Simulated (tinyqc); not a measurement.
Comparisons within one model: deformation potentials from a strained empirical pseudopotential. A value that a table varies takes the place of the one given here.

Diamond lattice, no spin-orbit coupling. Atomic form factor V(q) = a1 (q^2 - a2)/(a3 exp(a4 q^2) - 1) in rydberg with q in 1/bohr, for the unstrained cell. Under a strain e the reciprocal vectors and k go over into (1 + e)^(-1) G, the atoms sit at +/- tau with tau = (1 + e) a (1,1,1)/8 - zeta a (eyz, ezx, exy)/4, and H(G,G') = c |k + G|^2 delta + (V(q)/det(1 + e)) cos(q.tau), q = G - G', with the term q = 0 left out; c = hbar^2/2m0. The basis is fixed before straining: all G with |k + G|^2 up to 16 (2 pi/a)^2. k is given in units of 2 pi/a of the unstrained cell.

Constants: hbar^2/2m0 = 3.80998211 eV angstrom^2; Ry = 13.60569312 eV; a0 (Bohr radius) = 0.5291772105 angstrom.

Inputs chosen for the exercise (near those of Si; the results hold for these values, not for the real material): a = 5.421 angstrom (lattice constant); A = (0.541, 2.182, 2.07, 0.491) (a1 (Ry bohr^2), a2 (1/bohr^2), a3, a4 (bohr^2)); h = 0.001 (size of the test strain); kD = 0.82 2 pi/a (position of the Delta minimum); a1 = 0.541; a2 = 2.182; a3 = 2.07; a4 = 0.491.

## The internal displacement

Xu of L (level 5, the lowest empty one) and d from exy = eyz = ezx = h for several zeta: Xu = [E(L [111]) - E(L [1-1-1])]/((8/3) h), d = (single valence level - pair)/(3 sqrt(3) h). zeta = 0 strains the bonds with the lattice; zeta = 1 keeps all four bond lengths equal to first order.

Results:
```
zeta  Xu (L) (eV)  d (eV)
0.00        11.31    0.40
0.25        11.66   -1.84
0.50        12.03   -4.08
0.60        12.17   -4.98
0.75        12.39   -6.32
1.00        12.76   -8.56
```

What does this show, and why?

From zeta = 0 to 1, d goes from 0.40 to -8.56 eV and Xu (L) from 11.31 to 12.76 eV, both nearly linearly: the displacement is an optical-phonon mode, and d = d(0) - zeta d0/4 gives its deformation potential d0 = 36 eV. Leaving the relaxation out (zeta = 0 for 0.5) moves d by +4.48 eV, which reverses its sign, and Xu (L) by -0.72 eV. Tetragonal strain has no such freedom.

## Size of the test strain

e = diag(-h/2, -h/2, h). Xu = [E(Delta z) - E(Delta x)]/(1.5 h) at fixed kD, b = [E(Z) - E(X, Y)]/(4.5 h); one-sided from +h alone, central from +h and -h.

Results (eV):
```
h       Xu one-sided  Xu central  b one-sided  b central
0.0010         8.061       8.066       -3.271     -3.267
0.0025         8.053       8.066       -3.277     -3.267
0.0050         8.041       8.066       -3.288     -3.267
0.0100         8.016       8.067       -3.308     -3.267
0.0200         7.968       8.072       -3.350     -3.268
0.0300         7.923       8.078       -3.392     -3.270
```

What does this show, and why?

From h = 0.001 to 0.03 the one-sided Xu drifts by -0.138 eV and the central one by +0.012 eV; for b the drifts are -0.121 and -0.002 eV. The central difference cancels the term of second order in the strain, so its error goes as h^2. At h = 0.02 the linear law errs by 1.2 % for the valley splitting and 2.5 % for the valence splitting.

## What each parameter of the potential does

Gaps from the valence top to level 8 at Gamma and level 5 at (kD,0,0) and L, and their deformation potentials [E(+h) - E(-h)]/(3 ln((1 + h)/(1 - h))) for e = +/- h 1, h = 0.002. The row for the lattice constant keeps V(q) without the volume factor, so it is not a strain. Each row changes one parameter from the base and keeps the others.

Results:
```
case                Gamma (eV)  Delta (eV)  L (eV)  potential Gamma (eV)  potential Delta (eV)  potential L (eV)
base                     4.115       0.979   1.946                 -8.62                  2.76             -1.83
a = 5.475 angstrom       3.987       1.270   2.045                 -8.92                  2.46             -2.02
a1 = 0.536               4.073       0.913   1.897                 -8.55                  2.77             -1.82
a2 = 2.204               4.000       1.053   1.941                 -8.70                  2.71             -1.87
a3 = 2.091               4.067       0.887   1.882                 -8.53                  2.76             -1.83
a4 = 0.486               4.209       1.065   2.021                 -8.79                  2.69             -1.91
```

What can be read from the table?

The largest shifts from the base row, up to three for each result and ties (the steps differ in size, so this ranks the rows, not the parameters). Gamma (eV): a -0.127, a2 -0.115, a4 +0.095. Delta (eV): a +0.291, a3 -0.092, a4 +0.086. L (eV): a +0.100, a4 +0.076, a3 -0.063. potential Gamma (eV): a -0.29, a4 -0.17, a3 +0.09. potential Delta (eV): a -0.31, a4 -0.08, a2 -0.05; unchanged at the printed digits by a3. potential L (eV): a -0.18, a4 -0.08, a2 -0.03; unchanged at the printed digits by a3.

Computed by tinyqc, a small Python program: `OMP_NUM_THREADS=1 python tinyqc.py 1880954 1880955 out.jsonl` (the numbers bound the seed that draws the inputs); one thread of a shared host (Intel(R) Xeon(R) Processor @ 2.30GHz), about 0.2 s for the whole set of steps.
